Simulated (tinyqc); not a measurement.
Molecular dynamics of a small cluster by velocity Verlet steps: one step, computed by the program tinyqc.

E = sum_(i<j) phi(r_ij), phi(r) = eps [exp(-2 alpha (r - r0)) - 2 exp(-alpha (r - r0))]; the force on i is -sum_j phi'(r_ij) (R_i - R_j)/r_ij.

Problem. Step 1. Velocity Verlet: a = c F/M with c = 9.648533212e-3 angstrom/fs^2 per eV/(angstrom u); R(new) = R + v dt + a dt^2/2; v(new) = v + (a + a(new)) dt/2. Kinetic energy K = M v^2/(2c); temperature T = 2K/((3N - 3) k_B), rotation of the cluster included. After each step v is scaled by sqrt(1 + (dt/tau)(T0/T - 1)).

Inputs (values chosen for the exercise, for model atoms):
```
quantity               value        unit
length r0               2.52    angstrom
well depth eps          0.47          eV
stiffness alpha         1.96  1/angstrom
atomic mass M           45.6           u
time step dt             4.3          fs
target temperature T0    200           K
coupling time tau        200          fs
```

Potential: Morse. Thermostat: Berendsen.

starting positions (angstrom):
```
           x      y      z
atom 1  0.04  -0.02  -0.01
atom 2  2.55   0.02  -0.01
atom 3  1.25   2.16   0.02
atom 4  1.31   0.72    2.1
```

starting velocities (angstrom/fs):
```
               x         y         z
atom 1    0.0022  -0.00143   0.00192
atom 2   0.00295   0.00194  -0.00239
atom 3  -0.00059  -0.00346   0.00177
atom 4  -0.00456   0.00296   -0.0013
```

Constants: 1 eV/(angstrom u) = 9.648533212e-03 angstrom/fs^2; k_B = 8.617333262e-05 eV/K.

Give: positions after step 1; new forces; velocities after step 1; total energy.

Solution.

positions after step 1 (angstrom):
```
            x       y       z
atom 1  0.049  -0.026  -0.001
atom 2  2.563   0.028  -0.020
atom 3  1.248   2.145   0.028
atom 4  1.290   0.733   2.094
```

new forces (eV/angstrom):
```
              x        y        z
atom 1  -0.0506  -0.1112   0.0817
atom 2   0.0063  -0.0500   0.1175
atom 3   0.0206   0.2668  -0.0479
atom 4   0.0237  -0.1056  -0.1512
```

velocities after step 1 (angstrom/fs):
```
                x          y          z
atom 1   0.002161  -0.001492   0.002004
atom 2   0.002947   0.001893  -0.002291
atom 3  -0.000568  -0.003264   0.001752
atom 4  -0.004539   0.002872  -0.001466
```

total energy = -2.636 eV
